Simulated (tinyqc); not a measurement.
Worked calculation: formation energy of a charged point defect from supercell energies. Computed by tinyqc, a small Python program that keeps every step. Command: `OMP_NUM_THREADS=1 python tinyqc.py 3019671 3019672 out.jsonl formation walk`. One thread of a shared host (Intel(R) Xeon(R) Processor @ 2.30GHz), about 0.01 s of CPU time with the checks. Intermediate numbers are printed to about 5 digits and carried at full precision; extremes and crossings named in words are read from the listed rows.

The host is a compound AB. Making the defect adds n_A = 0, n_B = -1, n_X = 1 atoms to the cell. All total energies are inputs. E_F is counted from the valence-band maximum (VBM); x = 0 is A-rich and x = 1 B-rich growth.

Inputs (values chosen for the exercise, for a model compound AB):

| quantity | value | unit |
|---|---|---|
| gap E_g | 3.5 | eV |
| E_VBM of the host cell | 6.316 | eV |
| potential alignment dV | -0.096 | eV |
| dielectric constant eps | 11.6 | - |
| cell length L | 16.4 | angstrom |
| mu_B of the pure element | -2.368 | eV |
| formation enthalpy dH of AB | -2.17 | eV |
| growth condition x | 0.28 | - |
| Fermi level E_F | 0.613 | eV |
| temperature T | 1200 | K |
| site density N_s | 1.6e+22 | cm^-3 |
| mu_X of the pure element | -1.022 | eV |
| formation enthalpy of AX | -1.6 | eV |

Defect: impurity X on a B site. Supercell lattice: fcc.

charge states q: 1  0  -1

E(defect, q) - E(host), in the order of q (eV): -2.82  5.52  13.787

Constants: e^2/(4 pi eps_0) = 14.39964548 eV angstrom; k_B = 8.617333262e-05 eV/K.

## Chemical potentials

dmu_A = x dH and dmu_B = (1 - x) dH, so that dmu_A + dmu_B = dH; mu = mu(element) + dmu. The impurity is held at its solubility limit: dmu_X = min(0, dH(AX) - dmu_A). The reservoir term is sum n_i mu_i.

dmu_A = -0.6076 eV

dmu_B = -1.5624 eV

dmu_X = -0.9924 eV

sum n_i mu_i = 1.916 eV

The competing phase caps mu_X.

## Image-charge corrections

Image-charge correction of a point charge in a neutralising background: E_corr = q^2 alpha e^2/(4 pi eps_0) / (2 eps L), alpha = 2.888282 for a fcc array with L the cube root of the volume.

E_corr (eV): (q=+1) 0.10931, (q=0) 0.00000, (q=-1) 0.10931

## Formation energies at E_F = 0

E_f(q, E_F) = [E(defect, q) - E(host)] - sum n_i mu_i + q (E_VBM + dV + E_F) + E_corr(q).

E_f(q, 0) (eV): (q=+1) 1.5933, (q=0) 3.6040, (q=-1) 5.7603

## Transition levels and the lower envelope

eps(q/q') = [E_f(q', 0) - E_f(q, 0)]/(q - q'). U of state q is eps(q/q-1) - eps(q+1/q). The stable state at each E_F is the lowest line E_f(q, 0) + q E_F.

One-electron levels above the VBM (eV):

| level | energy | U of the state between this level and the next |
|---|---|---|
| (+1/0) | 2.0107 | 0.14562 |
| (0/-1) | 2.1563 | - |

Stable states:

| q | from E_F (eV) | to E_F (eV) |
|---|---|---|
| +1 | 0.0000 | 2.0107 |
| 0 | 2.0107 | 2.1563 |
| -1 | 2.1563 | 3.5000 |

Stable in the gap, from the VBM up: +1, 0, -1.

## The first and the last level

eps(q/q-1) = E_f(q - 1, 0) - E_f(q, 0).

level (+1/0) = 2.0107 eV

level (0/-1) = 2.1563 eV

## Concentrations at the given E_F and T

E_f(q, E_F) = E_f(q, 0) + q E_F. c_q = N_s exp(-E_f(q, E_F)/k_B T), with all degeneracy factors one and no vibrational entropy.

Charge states:

| q | E_f (eV) | c_q (cm^-3) | share |
|---|---|---|---|
| +1 | 2.2063 | 8.6701e+12 | 1.0000e+00 |
| 0 | 3.6040 | 1.1695e+07 | 1.3488e-06 |
| -1 | 5.1473 | 3.8581e+00 | 4.4498e-13 |

lowest formation energy = 2.2063 eV

total concentration = 8.6702e+12 cm^-3

mean charge = 1.00000 e

State +1 holds 100.0 % of the defects.

## Fermi level and growth conditions

Each entry is the lowest E_f over q.

Lowest formation energy (eV):

| E_F (eV) | stable q | A-rich, x = 0 | x = 0.5 | B-rich, x = 1 |
|---|---|---|---|---|
| 0.000 | +1 | 1.5933 | 1.5933 | 2.1633 |
| 0.438 | +1 | 2.0313 | 2.0313 | 2.6013 |
| 0.875 | +1 | 2.4683 | 2.4683 | 3.0383 |
| 1.312 | +1 | 2.9053 | 2.9053 | 3.4753 |
| 1.750 | +1 | 3.3433 | 3.3433 | 3.9133 |
| 2.188 | -1 | 3.5723 | 3.5723 | 4.1423 |
| 2.625 | -1 | 3.1353 | 3.1353 | 3.7053 |
| 3.062 | -1 | 2.6983 | 2.6983 | 3.2683 |
| 3.500 | -1 | 2.2603 | 2.2603 | 2.8303 |

Going from A-rich to B-rich growth shifts every line by +0.570 eV and moves no transition level. The slope of the envelope is the stable charge, so E_f is highest at E_F = 2.19 eV of those listed, and it falls on both sides: the defect is amphoteric and compensates either doping.

## What the corrections do to the levels

Levels eps(q/q-1) with the terms q dV and E_corr left out or kept.

Levels above the VBM (eV):

| level | raw | with alignment | with image charge | with both |
|---|---|---|---|---|
| (+1/0) | 2.024 | 2.120 | 1.9147 | 2.0107 |
| (0/-1) | 1.951 | 2.047 | 2.0603 | 2.1563 |

Alignment moves every level by -dV = +0.096 eV. The image term moves eps(q/q-1) by (1 - 2q) E_corr(1): (+1/0) by -0.109, (0/-1) by +0.109 eV, donor levels down and acceptor levels up. It adds 2 E_corr(1) = 0.219 eV to every U, which turns an apparent negative U of the raw energies into a positive one.

Checks made by the program: envelope against a direct minimum on a grid (relative difference below 1e-10).
